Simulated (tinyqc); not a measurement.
Elastic strain and critical thickness of a cubic alloy layer A(1-x)B(x) on a thick substrate: one step, computed by the program tinyqc. Command: `OMP_NUM_THREADS=1 python tinyqc.py 3019882 3019883 out.jsonl misfit walk`. One thread of a shared host (Intel(R) Xeon(R) Processor @ 2.30GHz), about 0.01 s of CPU time with the checks.

Strain is positive in tension. The layer is coherent with the substrate unless said otherwise.

Question. Isotropic constants and the prefactor A. Voigt averages: G = (C11 - C12 + 3 C44)/5, B = (C11 + 2 C12)/3, nu = (3 B - 2 G)/(2 (3 B + G)); b = a/sqrt(2). The 60-degree dislocation has cos alpha = 1/2, and cos lambda = 1/2 on (001). Matthews-Blakeslee: h_c = A [ln(h_c/b) + 1], A = b (1 - nu cos^2 alpha)/(8 pi |f| (1 + nu) cos lambda), the factor 8 pi being that of an uncapped layer.

Growth plane: (001). Layer: uncapped. Misfit dislocation: 60-degree.

elastic constants (GPa): C11 159.5960, C12 59.3788, C44 76.2132

free lattice constant a = 5.50818 angstrom

misfit f = 0.02738110

Give: shear modulus G; Poisson ratio nu; Burgers vector b; prefactor A.

Answer.

shear modulus G = 65.77136 GPa

Poisson ratio nu = 0.2133

Burgers vector b = 0.3895 nm

prefactor A = 0.8832 nm
